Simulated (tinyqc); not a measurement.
Vibrations of a mass or spring defect in a linear chain. From highest frequency, long ring back to defect mass M'. Computed by tinyqc, a small Python program. Command: `OMP_NUM_THREADS=1 python tinyqc.py 3026621 3026622 out.jsonl localmode inv`. One thread of a shared host (Intel(R) Xeon(R) Processor @ 2.30GHz), about 0.04 s of CPU time with the checks.

A ring of N atoms with nearest-neighbour springs k and motion along the chain. Atom 1 is the defect, of mass M', and its two springs are k'. All other atoms have the mass M.

Inputs (values chosen for the exercise, for a model chain): spring constant k = 3.35 eV/angstrom^2; host mass M = 106 u; spring ratio k'/k at the defect = 1.

Host: monatomic.

Constants: nu for 1 eV/(angstrom^2 u) = 15.6333042 THz.

Method:
- Host band: lambda from 0 to 4k/M.
- nu = 15.6333042 THz x sqrt(lambda), lambda in eV/(angstrom^2 u).
- D_ii = (sum of the two springs at i)/M_i, D_ij = -k_ij/sqrt(M_i M_j) for neighbours, closed into a ring.
- The same matrix for 120 atoms; amplitudes are the mass-weighted eigenvector, in size, relative to the defect, for the highest mode; its weight is the squared component of the normalised eigenvector on the defect.

Question. A run gave the result below. Find the defect mass M', known to lie between 55 and 91 u.

highest frequency, long ring = 6.149333 THz

Answer.

Each step takes the trial c = (a f_b - b f_a)/(f_b - f_a), f being the result less the target and a, b, c the logarithms of the listed values; c replaces end b, the old b replaces a if the sign of f changed, and otherwise f_a is halved.

Scan of the range:
```
defect mass M' (u)  highest frequency, long ring (THz)
55.0                                           6.34052
59.8                                           6.17587
65.1                                           6.02497
70.7                                           5.89488
76.9                                           5.78050
83.7                                           5.68565
91.0                                           5.61491
```

False position (Illinois rule, in the logarithm of the input) inside the bracket:
```
step    end a    end b    trial  highest frequency, long ring (THz)
1     59.8000  65.1000  60.6997                             6.14813
2     59.8000  60.6997  60.6243                             6.15042
3     60.6997  60.6243  60.6600                             6.14933
4     60.6243  60.6600  60.6600                             6.14933
```

Highest frequency, long ring falls at every point of a 13-point scan of the range (every second point is shown), so one value fits; it is bracketed by 59.8 and 65.1. Answer: defect mass M' = 60.66 u.
